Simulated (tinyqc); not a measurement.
# Energy and delay of logic against supply voltage: what changes with what

One expression serves below and above threshold: I(Vg) = Ik [ln(1 + exp((Vg - VT + dd V)/(al nf Vt)))]^al, with I_on = I(V) and I_off = I(0). Gate delay td = kd C V/I_on, clock period LD td. Per gate and cycle the switching energy is act C V^2 and the leakage energy I_off V LD td. No short-circuit current, no variation. Minima are sought above 0.09 V; below a few Vt gates no longer switch and the model has no meaning.

Inputs (values chosen for the exercise); values of the order met in logic technologies: temperature T = 358 K; threshold voltage at zero drain bias VT = 0.43 V; slope factor nf = 1.25; barrier lowering per volt of supply dd = 0.09; specific current of a gate Ik = 0.38 uA; exponent of the current law al = 1.44; load capacitance of a gate C = 0.83 fF; delay factor kd = 1.1; logic depth LD = 40; activity factor act = 0.05.

Constants: q = 1.602176634e-19 C, kB = 1.380649e-23 J/K, Vt = kB T/q. Results are converted to the units shown.

Each table varies one quantity; the others keep the values above.

## Energy and delay against supply voltage

EDP = energy times td.

Energy and delay against supply voltage:
```
V (V)  I_on (uA)  I_off (nA)  td (ps)  switching (aJ)  leakage (aJ)  energy (aJ)  EDP (fJ ps)
0.18    8.752e-4    0.008305  1.878e5           1.345         11.23        12.57         2361
0.3      0.02365     0.01099  1.158e4           3.735         1.527        5.262        60.95
0.41      0.3042     0.01420     1231           6.976        0.2866        7.263        8.937
0.52       1.459     0.01836    325.4           11.22        0.1243        11.35        3.692
0.63       3.456     0.02373    166.4           16.47       0.09952        16.57        2.758
0.75       6.235     0.03139    109.8           23.34        0.1034        23.45        2.575
0.86       9.191     0.04057    85.43           30.69        0.1192        30.81        2.632
0.97       12.47     0.05243    70.99           39.05        0.1444        39.19        2.782
1.09       16.39     0.06936    60.73           49.31        0.1837        49.49        3.006
1.2        20.24     0.08963    54.12           59.76        0.2328        59.99        3.247
```

Read the table: what changes, and by how much?

td falls from 1.88e5 to 54.1 ps; the energy goes from 12.6 through a minimum of 5.26 (at V = 0.3 V among the rows listed) to 60.0 aJ and the EDP goes from 2360 through a minimum of 2.57 (at V = 0.75 V among the rows listed) to 3.25 fJ ps. The exact minima lie at V = 0.303 V for the energy and 0.759 V for the EDP. Going from 1.2 V to the energy minimum saves a factor of 11.4 in energy and costs a factor of 201 in delay. Below the minimum the leakage energy rises faster than the switching energy falls, because the clock period grows so steeply.

## Optimum supplies against the slope factor

Same model as above.

V_min minimises the energy and V_EDP the product of energy and td.

Optimum supplies against the slope factor:
```
nf   V_min (V)  energy at V_min (aJ)  leakage share (%)  clock at V_min (MHz)  V_EDP (V)  clock at V_EDP (GHz)
1       0.2423                 3.283              25.80                0.1949     0.7586                0.3212
1.1     0.2665                 3.997              26.25                0.6144     0.7586                0.2800
1.2     0.2907                 4.809              27.08                 1.552     0.7589                0.2473
1.3     0.3149                 5.746              28.38                 3.279     0.7598                0.2209
1.4     0.3391                 6.842              30.24                 5.984     0.7619                0.1996
```

As nf goes from 1 to 1.4, V_min rises from 0.242 to 0.339 V, the energy there rises from 3.28 to 6.84 aJ, the clock there rises from 0.195 to 5.98 MHz and V_EDP stays near 0.760 V.

Numbers from tinyqc (`OMP_NUM_THREADS=1 python tinyqc.py 2082070 2082071 out.jsonl`; about 0.01 s on one thread of a shared Intel Xeon 2.30GHz).
